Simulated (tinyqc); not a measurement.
Drift velocity with scattering: Wannier-Stark ladder of a miniband.

Constants: hbar = 6.58211957e-16 eV s.

Parameters, chosen for this exercise (out of a larger set: near those of an InGaAs/InAlAs superlattice; not measured data): W = 20 meV (miniband width); d = 97 angstrom (period); G = 12 meV (hbar/tau).

Esaki-Tsu: v = v0 y/(1 + y^2), y = e F d/G, v0 = W d/(2 hbar), at zero temperature; 1 angstrom/s = 1e-8 cm/s, 1 kV/cm = 0.01 meV/angstrom. The last column is dv/dF in cm^2/(V s).

Results:

| y | F (kV/cm) | v (1e6 cm/s) | dv/dF |
|---|---|---|---|
| 0.1 | 1.24 | 1.46 | 1156 |
| 0.3 | 3.71 | 4.06 | 912 |
| 0.6 | 7.42 | 6.50 | 412 |
| 1.0 | 12.37 | 7.37 | 0 |
| 2.5 | 30.93 | 5.08 | -119 |
| 4.0 | 49.48 | 3.47 | -62 |

Give the missing row, y = 1.5.

Computed row:
```
y    F (kV/cm)  v (1e6 cm/s)  dv/dF
1.5      18.56          6.80   -141
```

v0 = 14.74 x 1e6 cm/s
field at y = 1 = 12.37 kV/cm

The velocity peaks at v0/2 = 7.37 x 1e6 cm/s at 12.37 kV/cm and then falls: negative differential velocity, steepest at y = sqrt3 with -v0/(8 Fc) = -149 cm^2/(V s). The low-field mobility is v0/Fc = 1191 cm^2/(V s). At the peak the swing is W/G = 1.7 periods, too few for the semiclassical picture to be safe.

(tinyqc, `OMP_NUM_THREADS=1 python tinyqc.py 1250915 1250916 out.jsonl`, Intel(R) Xeon(R) Processor @ 2.30GHz, 1 thread, shared host, about 0.01 s.)
